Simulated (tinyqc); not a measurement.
# Input admittance of a MOSFET at zero drain bias: distributed channel and distributed gate, step by step

Numbers from tinyqc (`OMP_NUM_THREADS=1 python tinyqc.py 2262021 2262022 out.jsonl`; about 0.01 s on one thread of a shared Intel Xeon 2.30GHz). Printed values are rounded.

Source and drain grounded, strong inversion, w = 2 pi f, Cox = eps0 eox/tox. The channel is an RC line of resistance 1/(mu Cox Vo) per square fed from both ends, so one finger has the intrinsic admittance y = i w Cox L tanh(g)/g per width, g = (1/2) sqrt(i w tau), tau = L^2/(mu Vo). The vertical resistance rv/L is in series with y, the overlaps 2 i w Cov in parallel: y_t = 1/(1/y + rv/L) + 2 i w Cov. The gate strip is a line of Rsh/L per length loaded by y_t, so a finger has Y = y_t Wf tanh(k)/k, k = (Wf/sd) sqrt(y_t Rsh/L); the device has Nf Y.

Parameters, values chosen for the exercise; values of the order met in silicon radio-frequency transistors:
- eox = 25.6 (relative permittivity of the gate insulator (close to zirconium oxide))
- tox = 6.6 nm (insulator thickness)
- L = 0.25 um (channel length)
- Wf = 15 um (finger width)
- Nf = 1 (number of fingers)
- mu = 120 cm^2/(V s) (channel mobility)
- Vo = 0.58 V (gate overdrive)
- Rsh = 20 ohm/square (sheet resistance of the gate)
- rv = 0 ohm um^2 (vertical resistivity of the gate stack)
- sd = 2 (number of ends at which a finger is contacted)
- Cov = 0.16 fF/um (overlap and fringe capacitance on each side)
- f = 5.2 GHz (frequency)

Constants: eps0 = 8.8541878128e-14 F/cm where lengths are in cm. Results are converted to the units shown.

## Low-frequency resistances and capacitance

Low-frequency limits, with c = Cox L and ct = c + 2 Cov: R_strip = Rsh Wf/(3 sd^2 L Nf), R_ch = (c/ct)^2 L/(12 mu Cox Vo Wf Nf), R_vert = (c/ct)^2 rv/(L Wf Nf), C = ct Wf Nf.

parts (ohm): strip 100, channel 5.40044, vertical 0
sum = 105.400 ohm
C = 133.588 fF
1/(2 pi R C) = 11.3034 GHz

The strip term is the largest, 94.9 % of the sum.

## Admittance of the channel and stack per width

tau, g, c = Cox L, y and y_t as defined.

tau = 8.97989 ps
g = 0.191506+0.191506i
c = 8.58588 fF/um
y = 6.853+280.322i uS/um
y_t = 6.853+290.777i uS/um

w tau = 0.293, and Im y is 0.999 of w c.

## Input impedance of the device

k and Y as defined; Z = 1/(Nf Y) = R + 1/(i w C); Q = |Im Z|/R; signal at the point farthest from a contact |1/cosh k|.

k = 0.818443+0.799382i
Nf Y = 1.54654+3.52977i mS
R = 104.136 ohm
C = 128.774 fF
Q = 2.28237
signal at the far point = 0.870570

R is 1.2 % below its low-frequency limit and C is 3.6 % below its own.
